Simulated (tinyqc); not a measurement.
# A spin-degenerate level with charging energy between two leads, rate equations: effect of unequal tunnel rates

States 0, up, down and 2 with energies 0, e1 - Ez/2, e1 + Ez/2 and 2 e1 + U. mu_L = +V/2, mu_R = -V/2 (meV), f(x) = 1/(1 + exp(x/kB T)). A transition that adds one electron of given spin at the energy E has the rate G f(E - mu) from each lead, and its reverse G [1 - f(E - mu)]. I counts electrons leaving the left lead, times q.

Here e1 = 1.85 meV, Ez = 0 and V = +/- 11.1 mV, so that only the 0-1 transitions lie in the window. Transition energies: 0-up e1 - Ez/2, 0-down e1 + Ez/2, up-2 e1 + U + Ez/2, down-2 e1 + U - Ez/2. dp/dt = W p; W_ji is the rate from state i to j, and each column sums to zero. Steady state: W p = 0 with sum p = 1. I = q GL sum over transitions i-j of [fL p_i - (1 - fL) p_j].

Inputs (values chosen for the exercise):
- U = 7.4 meV (charging energy of the second electron)
- GL = 3 1/ns (tunnel rate to the left lead)
- T = 1.9 K (temperature)

Constants: q = 1.602176634e-19 C, kB = 1.380649e-23 J/K, Vt = kB T/q. Results are converted to the units shown.

Effect of unequal tunnel rates:
```
GR (1/ns)  I at +V (pA)  I at -V (pA)  |I(+V)/I(-V)|  (GL + 2 GR)/(2 GL + GR)
0.19             29.507       -54.038        0.54604                  0.54604
0.38             57.256       -97.153        0.58934                  0.58934
0.75             106.81       -160.22        0.66667                  0.66667
1.5              192.26       -240.33        0.80000                  0.80000
2.9              313.23       -316.79        0.98876                  0.98876
5.8              472.51       -381.89         1.2373                   1.2373
11               622.02       -422.97         1.4706                   1.4706
23               762.42       -451.23         1.6897                   1.6897
45               848.21       -465.15         1.8235                   1.8235
```

What does the comparison show?

The ratio of the two currents rises from 0.546 to 1.82 and agrees with the last column to better than 0.01 %. An empty dot can be filled with either spin but a filled one empties in one way, so I = 2 q G_in G_out/(2 G_in + G_out): the current is larger when the slower junction is the entrance.

Range of the model: Rate equations need hbar G well below kB T; cotunnelling and the Kondo effect are left out.

Numbers from tinyqc (`OMP_NUM_THREADS=1 python tinyqc.py 2780112 2780113 out.jsonl`; about 0.01 s on one thread of a shared Intel Xeon 2.30GHz).
